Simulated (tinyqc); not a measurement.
Physical sputtering: collision-cascade yield, angular dependence, faceting and resputtering in deposition: one step, computed by the program tinyqc. Command: `OMP_NUM_THREADS=1 python tinyqc.py 3005263 3005264 out.jsonl sputter walk`. One thread of a shared host (Intel(R) Xeon(R) Processor @ 2.30GHz), about 0.01 s of CPU time with the checks.

Ions start collision cascades; atoms that reach the surface with more than U leave. The target is amorphous or fine-grained.

Problem. Yield at normal incidence. gamma = 4 M1 M2/(M1 + M2)^2; threshold E_th = 6.7 U/gamma for M1 >= M2, else U (1 + 5.7 M1/M2)/gamma. eps = 0.03255 M2 E/(Z1 Z2 (M1 + M2) z), z = (Z1^(2/3) + Z2^(2/3))^(1/2), E in eV; s_n = 3.441 sqrt(eps) ln(eps + 2.718)/(1 + 6.355 sqrt(eps) + eps (6.882 sqrt(eps) - 1.708)); S_n = 84.78 Z1 Z2 M1 s_n/((M1 + M2) z) in eV angstrom^2; alpha = 0.249 (M2/M1)^0.56 + 0.0035 (M2/M1)^1.5 for M1 <= M2, else 0.0875 (M2/M1)^(-0.15) + 0.165 M2/M1; Y0 = 0.042 Q alpha S_n/U [1 - sqrt(E_th/E)]^2.5 (the electronic-loss factor of the full formula is dropped). Erosion rate = Y0 J/(e N); 1 cm^2 = 1e14 nm^2.

Inputs (values chosen for the exercise, modelled on argon ions on silicon):

| quantity | value | unit |
|---|---|---|
| ion Z1 | 18 | - |
| ion mass M1 | 39.95 | u |
| target Z2 | 14 | - |
| target mass M2 | 28.09 | u |
| surface binding energy U | 4.63 | eV |
| target density N | 49.9 | 1/nm^3 |
| fit factor Q | 0.69 | - |
| ion energy E | 2900 | eV |
| current density J | 3.1 | mA/cm^2 |

Constants: e = 1.602176634e-19 C.

Give: energy transfer factor gamma; threshold E_th; reduced energy eps; nuclear stopping S_n; alpha; yield Y0; erosion rate.

Solution.

energy transfer factor gamma = 0.9696

threshold E_th = 31.99 eV

reduced energy eps = 0.04343

nuclear stopping S_n = 1110 eV angstrom^2

alpha = 0.2083

yield Y0 = 1.096 atoms per ion

erosion rate = 255.0 nm/min

The threshold factor is 0.758; the energy cost is 2650 eV per removed atom, 571 times U.
